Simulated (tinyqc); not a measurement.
What moves the magnetoresistance: exchange-split free-electron bands and tunnelling magnetoresistance.

Majority and minority bands E = c k^2/m -/+ Dx/2, c = hbar^2/2m0, so k_up = sqrt(m (EF + Dx/2)/c), k_dn = sqrt(m (EF - Dx/2)/c); n_s = k_s^3/(6 pi^2), D_s = m k_s/(4 pi^2 c).

Barrier: kappa = sqrt(mb phi/c), c = hbar^2/2m0. With a = k1/m, b = k2/m, w = kappa/mb, the transmission at normal incidence is T(k1, k2) = 4 a b w^2/[w^2 (a + b)^2 + (w^2 + a^2)(w^2 + b^2) sinh^2(kappa d)]. Parallel: G_P = T(up, up) + T(dn, dn); antiparallel: G_AP = 2 T(up, dn); TMR = (G_P - G_AP)/G_AP. Julliere: TMR = 2 P^2/(1 - P^2). Slonczewski factor: P_eff = P_k (w^2 - a_up a_dn)/(w^2 + a_up a_dn), P_k = (k_up - k_dn)/(k_up + k_dn).

Constants: hbar^2/2m0 = 3.80998211 eV angstrom^2.

Inputs chosen for the exercise:
- EF = 4.16 eV (Fermi energy above the mean band bottom)
- Dx = 5.71 eV (exchange splitting)
- m = 1.22 m0 (mass in the electrodes)
- phi = 1.31 eV (barrier height above EF)
- mb = 0.66 m0 (mass in the barrier)
- d = 8.1 angstrom (barrier thickness)

All results formed anew.

One parameter was then changed.

Results before and after:

| case | P_k | P_eff | TMR (%) | G_P |
|---|---|---|---|---|
| base | 0.3973 | -0.0441 | 0.42 | 0.00298 |
| changed | 0.3973 | -0.0080 | 0.04 | 0.00300 |

Which of these changes was made? (a) phi = 1.703 eV; (b) Dx = 5.995 eV; (c) mb = 0.528 m0; (d) EF = 4.576 eV; (e) d = 10.1 angstrom; (f) m = 1.464 m0.

Answer: (f) m = 1.464 m0. Of the candidates, run in turn, only this one gives the changed row.

All candidates:

| case | P_k | P_eff | TMR (%) | G_P |
|---|---|---|---|---|
| base | 0.3973 | -0.0441 | 0.42 | 0.00298 |
| Dx = 5.995 eV | 0.4255 | -0.0371 | 0.31 | 0.00290 |
| EF = 4.576 eV | 0.3502 | -0.0674 | 0.93 | 0.00305 |
| phi = 1.703 eV | 0.3973 | 0.0079 | 0.02 | 0.00102 |
| mb = 0.528 m0 | 0.3973 | 0.0001 | 0.06 | 0.00676 |
| d = 10.1 angstrom | 0.3973 | -0.0441 | 0.39 | 0.000443 |
| m = 1.464 m0 | 0.3973 | -0.0080 | 0.04 | 0.00300 |

Run: tinyqc, `OMP_NUM_THREADS=1 python tinyqc.py 1682686 1682687 out.jsonl`; Intel(R) Xeon(R) Processor @ 2.30GHz, one thread, shared host; about 0.01 s of CPU time with all checks.
